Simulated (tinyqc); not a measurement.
Worked calculation: tight binding, honeycomb lattice. Computed by tinyqc, a small Python program that keeps every step. Settings: t1 = 1.72, t2 = 0.15, phi = 1.87, delta = 0, points = 5. Command: `OMP_NUM_THREADS=1 python tinyqc.py 20813 20814 out.jsonl` (the two numbers bound the seeds that draw the settings). One thread of a shared host (Intel(R) Xeon(R) Processor @ 2.60GHz), about 0.01 s of CPU time with the checks.

## Bloch Hamiltonian at k

Parameters chosen for this model:
```
parameter     value                        unit
t1         1.720000                 eV, nearest
t2         0.150000       eV, second neighbours
phi        1.870000  rad, phase of t2 (Haldane)
delta             0          eV, +/- on A and B
```

k point k (fractions of the reciprocal vectors): 0.19000  -0.03000

H_AB = -t1 (1 + exp(-i k.a1) + exp(-i k.a2)); H_AA = delta - 2 t2 sum cos(k.b + phi), H_BB = -delta - 2 t2 sum cos(k.b - phi), b = a1, a2 - a1, -a2.

H(k) at k (eV):
```
                   A                  B
A            0.17465  -4.04271+1.27692i
B  -4.04271-1.27692i            0.09732
```

## Levels at k

Diagonalise the Hermitian matrix.

eigenvalues (eV): -4.10377  4.37574

weights |c|^2 of the basis functions:
```
    band 1   band 2
A  0.49544  0.50456
B  0.50456  0.49544
```

## Bloch Hamiltonian at K

k point K (fractions of the reciprocal vectors): 0.33333  0.66667

As before.

H(k) at K (eV):
```
         A         B
A  0.61215   0.00000
B  0.00000  -0.87744
```

## Levels at K

As before.

eigenvalues (eV): -0.87744  0.61215

weights |c|^2 of the basis functions:
```
    band 1   band 2
A  0.00000  1.00000
B  1.00000  0.00000
```

## Bands along a path

The same steps at evenly spaced points between the labelled ones.

Bands along the path (eV):
```
k            band 1   band 2
G          -4.89472  5.42528
G-K 0.20   -4.64190  5.08337
G-K 0.40   -3.91518  4.13338
G-K 0.60   -2.82530  2.79152
G-K 0.80   -1.60412  1.39415
K          -0.87744  0.61215
K-M 0.20   -1.04643  0.79126
K-M 0.40   -1.34118  1.10967
K-M 0.60   -1.59334  1.38855
K-M 0.80   -1.75385  1.56944
M          -1.80843  1.63157
M-K' 0.20  -1.75385  1.56944
M-K' 0.40  -1.59334  1.38855
M-K' 0.60  -1.34118  1.10967
M-K' 0.80  -1.04643  0.79126
K'         -0.87744  0.61215
```

With 1 band(s) filled, the highest filled level on these points lies at K and the lowest empty one at K: a gap of 1.4896 eV, direct.

## Chern number of the lower band

On a 5 x 5 mesh, the phase of the product of overlaps around each plaquette (k1 then k2); the sum over 2 pi is an integer.

plaquette phases (rad):
```
          1         2         3         4         5
1   0.00000  -0.01508  -0.23728   0.04008   0.02667
2  -0.01508  -0.08349  -0.69814  -0.94484   0.04008
3  -0.23728  -0.69814  -0.63820  -0.69814  -0.23728
4   0.04008  -0.94484  -0.69814  -0.08349  -0.01508
5   0.02667   0.04008  -0.23728  -0.01508   0.00000
```

Chern number = -1.00000
